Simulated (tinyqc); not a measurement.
Composition of the buffer: band edges of strained Si(1-x)Ge(x) on relaxed Si(1-y)Ge(y).

Values are linear in the Ge fraction but for ED(x) = linear - CD x (1 - x) and a(x) = linear - Ca x (1 - x). Energies are on the common scale of Ev.

Coherent growth on a (111) face: e_par = (a(y) - a(x))/a(x), e_perp = -(2 C11 + 4 C12 - 4 C44)/(C11 + 2 C12 + 4 C44) e_par; exx = eyy = ezz = (2 e_par + e_perp)/3 and exy = eyz = ezx = (e_perp - e_par)/3.

A valley with unit axis u lies at Ev + gap + (av + a_valley) tr(e) + Xu (u.e.u - tr(e)/3); the Delta axes are x, y, z and the L axes [111], [1-1-1], [-11-1], [-1-11]. The second-order shift of the Delta valleys under shear is left out; it lowers the pair normal to the sheared plane by tens of meV at a shear of 1 %.

Valence edges: Ev plus the levels of the 6 x 6 matrix of X, Y, Z times spin with -Dso/3 + l exx + m (eyy + ezz) on the diagonal (cyclic), n exy off it, l = av + 2 b, m = av - b, n = sqrt(3) d. Spin-orbit term (Dso/3) L.sigma on X, Y, Z with (L_k)_ij = -i epsilon_kij: <X+|H|Y+> = -i Dso/3, <X+|H|Z-> = Dso/3, <Y+|H|Z-> = -i Dso/3, <Z+|H|X-> = -Dso/3, <Z+|H|Y-> = i Dso/3, <X-|H|Y-> = i Dso/3, and their conjugates; + and - are the spin along z.

Parameters, chosen for this exercise (end members near Si and Ge, in this order; not measured data): a = (5.427, 5.662) angstrom (lattice constant); Dso = (0.044, 0.286) eV (spin-orbit splitting); av = (2.47, 1.23) eV (valence hydrostatic potential); b = (-2.1, -2.55) eV (tetragonal shear potential); d = (-4.78, -5.36) eV (trigonal shear potential); C11 = (164.6, 129.5) GPa; C12 = (64, 47.7) GPa; C44 = (78.6, 66.2) GPa; Ev = (0, 0.72) eV (top of the unstrained valence band); ED = (1.151, 0.935) eV (gap to the Delta valleys); EL = (2.036, 0.728) eV (gap to the L valleys); aD = (1.69, 1.26) eV (hydrostatic potential of the Delta gap); aL = (-3.04, -2.56) eV (hydrostatic potential of the L gap); XuD = (9.1, 9.73) eV (uniaxial potential, Delta); XuL = (16, 14.58) eV (uniaxial potential, L); CD = 0.222 eV (bowing of the Delta gap); Ca = 0 angstrom (bowing of the lattice constant); face = 111 (growth face); x = 0.83 (Ge fraction of the layer).

The layer is kept. dEc = Ec(buffer) - Ec(layer), dEv = Ev(layer) - Ev(buffer); buffer edges Ev(y) and Ev(y) + min(ED, EL). The digit behind Delta or L counts whole valleys.

Results:

| y | e_par (%) | lowest valleys | gap (eV) | next valleys above (meV) | valence splitting (meV) | dEc (eV) | dEv (eV) |
|---|---|---|---|---|---|---|---|
| 0.28 | -2.30 | Delta6 | 0.794 | 52 | 112 | -0.188 | 0.440 |
| 0.38 | -1.88 | Delta6 | 0.821 | 44 | 102 | -0.164 | 0.360 |
| 0.49 | -1.42 | Delta6 | 0.850 | 36 | 87 | -0.132 | 0.272 |
| 0.59 | -1.00 | Delta6 | 0.876 | 28 | 68 | -0.099 | 0.192 |
| 0.79 | -0.17 | Delta6 | 0.930 | 13 | 14 | -0.018 | 0.032 |
| 0.90 | 0.29 | L1 | 0.884 | 49 | 26 | 0.005 | -0.030 |
| 1.00 | 0.71 | L1 | 0.786 | 130 | 66 | 0.011 | -0.069 |

Give the missing row, y = 0.69.

Computed row:
```
y     e_par (%)  lowest valleys  gap (eV)  next valleys above (meV)  valence splitting (meV)  dEc (eV)  dEv (eV)
0.69      -0.59          Delta6     0.903                        21                       44    -0.061     0.112
```

The gap is 0.794 eV in the first row and 0.786 eV in the last, with its largest listed value, 0.930 eV, at y = 0.79: it peaks near the match y = x, since strain of either sign narrows it. The lowest valleys change: Delta6 to L1 between y = 0.79 and 0.90. Per 0.1 of y the valence offset moves by -71 meV on average; the conduction offset lies between -188 and +11 meV. Electrons and holes sit on opposite sides in every row (type II). Offsets below about 30 meV are within the spread of parameter sets, so those rows do not settle the type. Strains above 2 % can be kept only in layers of a few nanometres.

Computed by tinyqc, a small Python program: `OMP_NUM_THREADS=1 python tinyqc.py 1051459 1051460 out.jsonl` (the numbers bound the seed that draws the inputs); one thread of a shared host (Intel(R) Xeon(R) Processor @ 2.30GHz), about 0.02 s for the whole set of steps.
